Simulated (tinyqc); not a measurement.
Read current of a NAND string, cells in series solved by shooting: effect of the pass voltage.

Cells in series, numbered from 0 at the source line (0 V) to the bit line, each followed by a gap resistance Rg. A cell with gate Vg, threshold VT, source Vs and drain Vd passes I = 2 nf K Vt^2 [F(Vs) - F(Vd)]/(1 + th max(Vg - VT, 0)), F(V) = ln^2(1 + exp((Vg - VT - nf V)/(2 nf Vt))). The selected cell has Vg = Vr, the others Vg = Vp.

For a trial current I start at 0 V and, cell by cell, solve for the drain: sqrt(F(Vd)) = sqrt(F(Vs) - I/k), k = 2 nf K Vt^2/(1 + th max(Vg - VT, 0)), Vd = [Vg - VT - 2 nf Vt ln(exp(sqrt F) - 1)]/nf, then add I Rg. The string current is the I for which the last node reaches Vbl. The apparent threshold is the Vr at which I = Is. Background: all other cells erased (VT = Ve) or all in the highest state (VT = Vh); ratio and shift are high over erased and high minus erased. The string has 128 cells and the selected one is cell 64.

Inputs (values chosen for the exercise); values of the order met in vertical NAND strings:
```
symbol  value    unit                                 meaning
T         358       K                             temperature
K         5.4  uA/V^2                   gain factor of a cell
nf        1.6                                    slope factor
th       0.04     1/V               mobility reduction factor
Rg        4.3    kohm     resistance of the gap between cells
Vbl       0.7       V                        bit-line voltage
Ve       -1.1       V             threshold of an erased cell
Vh        4.1       V          threshold of the highest state
Vx          2       V          threshold of the selected cell
Is         20      nA                         sensing current
Vr       3.94       V  read voltage on the selected word line
```

Constants: q = 1.602176634e-19 C, kB = 1.380649e-23 J/K, Vt = kB T/q. Results are converted to the units shown.

Result of one run:
columns A: Vp (V); B: I, others erased (uA); C: I, others high (uA); D: ratio; E: apparent VT, erased (V); F: apparent VT, high (V); G: background shift (mV)
```
A         B        C       D      E      F      G
7.7  0.1537  0.07331  0.4769  2.137  2.201  64.48
```

What becomes of these results when the pass voltage Vp is changed from 7.7 to 6.2 V, all else the same?

Result of the changed run:
columns A: Vp (V); B: I, others erased (uA); C: I, others high (uA); D: ratio; E: apparent VT, erased (V); F: apparent VT, high (V); G: background shift (mV)
```
A         B        C       D      E      F      G
6.2  0.1345  0.04053  0.3012  2.146  2.285  139.3
```

The whole series:
columns A: Vp (V); B: I, others erased (uA); C: I, others high (uA); D: ratio; E: apparent VT, erased (V); F: apparent VT, high (V); G: background shift (mV)
```
A         B        C       D      E      F      G
5.7  0.1275  0.02821  0.2212  2.150  2.357  206.9
6.2  0.1345  0.04053  0.3012  2.146  2.285  139.3
6.7  0.1412  0.05211  0.3690  2.142  2.245  102.9
7.2  0.1476  0.06302  0.4269  2.139  2.219  80.05
7.7  0.1537  0.07331  0.4769  2.137  2.201  64.48
8.2  0.1596  0.08304  0.5203  2.134  2.188  53.27
```

As Vp goes from 5.7 to 8.2 V, the current with erased neighbours rises from 0.128 to 0.160 uA, that with high neighbours rises from 0.0282 to 0.0830 uA and the ratio rises from 0.221 to 0.520. The background shift falls from 207 to 53.3 mV. A higher pass voltage also disturbs erased cells more, which this model leaves out.

Numbers from tinyqc (`OMP_NUM_THREADS=1 python tinyqc.py 2142145 2142146 out.jsonl`; about 0.9 s on one thread of a shared Intel Xeon 2.30GHz).
